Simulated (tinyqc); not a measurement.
Worked calculation: tight binding, dimerised chain. Computed by tinyqc, a small Python program that keeps every step. Settings: t1 = 0.59, t2 = 0.57, delta = 0.33, points = 6, cells = 4. Command: `OMP_NUM_THREADS=1 python tinyqc.py 22339 22340 out.jsonl` (the two numbers bound the seeds that draw the settings). One thread of a shared host (Intel(R) Xeon(R) Processor @ 2.60GHz), about 0.01 s of CPU time with the checks.

## Bloch Hamiltonian at k

Parameters chosen for this model:
```
parameter     value                      unit
t1         0.590000       eV, inside the cell
t2         0.570000         eV, between cells
delta      0.330000  eV, +/- on the two sites
```

k point k (2 pi / a): 0.040000

H_AA = +delta, H_BB = -delta, H_AB = -t1 - t2 exp(-i k a).

H(k) at k (eV):
```
                     A                    B
A             0.330000  -1.142092+0.141753i
B  -1.142092-0.141753i            -0.330000
```

## Levels at k

Diagonalise the Hermitian matrix.

eigenvalues (eV): -1.197234  1.197234

weights |c|^2 of the basis functions:
```
     band 1    band 2
A  0.362182  0.637818
B  0.637818  0.362182
```

## Bloch Hamiltonian at X

k point X (2 pi / a): 0.500000

As before.

H(k) at X (eV):
```
           A          B
A   0.330000  -0.020000
B  -0.020000  -0.330000
```

## Levels at X

As before.

eigenvalues (eV): -0.330606  0.330606

weights |c|^2 of the basis functions:
```
     band 1    band 2
A  0.000916  0.999084
B  0.999084  0.000916
```

## Bands along a path

The same steps at evenly spaced points between the labelled ones.

Bands along the path (eV):
```
k            band 1    band 2
G         -1.206027  1.206027
G-X 0.33  -1.057450  1.057450
G-X 0.67  -0.667533  0.667533
X         -0.330606  0.330606
```

With 1 band(s) filled, the highest filled level on these points lies at X and the lowest empty one at X: a gap of 0.6612 eV, direct.

## Berry (Zak) phase of the lower band

On 6 points k_j = j/N: phase = -Im ln of the product of <u_j|u_(j+1)>, closed with u_N = u_0 (the cell-periodic part is taken without the site positions). Single arguments depend on the phases chosen for the u_j; only their sum modulo 2 pi does not.

Overlaps:
```
j  |<u_j|u_j+1>|  argument (rad)
0       0.969864       -0.180034
1       0.968905       -0.147437
2       0.872093        0.014843
3       0.872093        0.014843
4       0.968905       -0.147437
5       0.969864       -0.180034
```

phase / pi, folded into (-1, 1] = 0.199025

## Open chain of 4 cells

H of the open chain (eV):
```
           1          2          3          4          5          6          7          8
1   0.330000  -0.590000   0.000000   0.000000   0.000000   0.000000   0.000000   0.000000
2  -0.590000  -0.330000  -0.570000   0.000000   0.000000   0.000000   0.000000   0.000000
3   0.000000  -0.570000   0.330000  -0.590000   0.000000   0.000000   0.000000   0.000000
4   0.000000   0.000000  -0.590000  -0.330000  -0.570000   0.000000   0.000000   0.000000
5   0.000000   0.000000   0.000000  -0.570000   0.330000  -0.590000   0.000000   0.000000
6   0.000000   0.000000   0.000000   0.000000  -0.590000  -0.330000  -0.570000   0.000000
7   0.000000   0.000000   0.000000   0.000000   0.000000  -0.570000   0.330000  -0.590000
8   0.000000   0.000000   0.000000   0.000000   0.000000   0.000000  -0.590000  -0.330000
```

The same hoppings without the wrap-around bond.

levels (eV): -1.139185  -0.949114  -0.670405  -0.393316  0.393316  0.670405  0.949114  1.139185

weights of the highest filled level on the sites: 0.033576  0.050465  0.027131  0.175529  0.015365  0.309942  0.004417  0.383575

The bulk gap runs from -0.3306 to 0.3306 eV; no level of this chain lies inside it.
